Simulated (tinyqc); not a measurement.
An infinitely deep well in a field (quantum-confined Stark shift), Airy functions: two steps of the calculation.

Hard walls at x = -L/2 and +L/2; between them U(x) = -F x (eV, zero at the centre). C = hbar^2/(2 m0), e = (C F^2/m1)^(1/3), z1 = (F L/2 - E)/e at the left wall and z2 = (-F L/2 - E)/e at the right wall. Levels are the roots of D(E) = Ai(z1) Bi(z2) - Ai(z2) Bi(z1).

Inputs (values chosen for the exercise): mass m1 = 0.038 m0; well width L = 11.3 nm; field F = 0.015 V/nm; level sought n = 2.

Constants: q = 1.602176634e-19 C, hbar = 1.054571817e-34 J s, m0 = 9.1093837015e-31 kg, hbar^2/(2 m0) = 0.0380998212 eV nm^2. Results are converted to the units shown.

Question 1. Level without field and second-order shift. E_n(0) = C (n pi/L)^2/m1; second-order shift m1 F^2 L^4 (1 - 15/(pi n)^2)/(48 C pi^2 n^2).

Give: E_n(0); second-order shift; F L/E_1(0).

Answer 1.

E_n(0) = 0.30999 eV
second-order shift = 1.1972 meV
F L/E_1(0) = 2.1872

Question 2. Secant step for the level. Secant step from the last two trial energies, E_a the older and E_b the newer: next = E_b - D(E_b) (E_b - E_a)/(D(E_b) - D(E_a)).

first trial energy = 0.31 eV
second trial energy = 0.3061 eV

Find: D(E_a); D(E_b); third trial energy.

Answer 2.

D(E_a) = 0.001673
D(E_b) = 0.007429
third trial energy = 0.3111 eV

Computed by the program tinyqc: `OMP_NUM_THREADS=1 python tinyqc.py 2580117 2580118 out.jsonl`, one thread of a shared Intel Xeon 2.30GHz, about 0.03 s for the whole run.
